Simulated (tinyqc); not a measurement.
Hubbard chain of 2 sites, step by step. One step of it, computed by the program tinyqc.

Problem. The many-body Hamiltonian. Basis: all placements (u, d, 2, 0 on each site), up operators ordered before down ones; hops carry the sign of the same-spin electrons passed.

one-body matrix (hopping and site energies) (eV), order 1, 2:
$$\begin{pmatrix}
0.060000 & -1.120000 \\
-1.120000 & 0.420000
\end{pmatrix}$$

U = 9.500000 eV

electrons, up and down: [1, 1]

Give: H.

Solution.

H (eV), order 20, ud, du, 02:
$$\begin{pmatrix}
9.620 & -1.120 & -1.120 & 0.000 \\
-1.120 & 0.480 & 0.000 & -1.120 \\
-1.120 & 0.000 & 0.480 & -1.120 \\
0.000 & -1.120 & -1.120 & 10.340
\end{pmatrix}$$
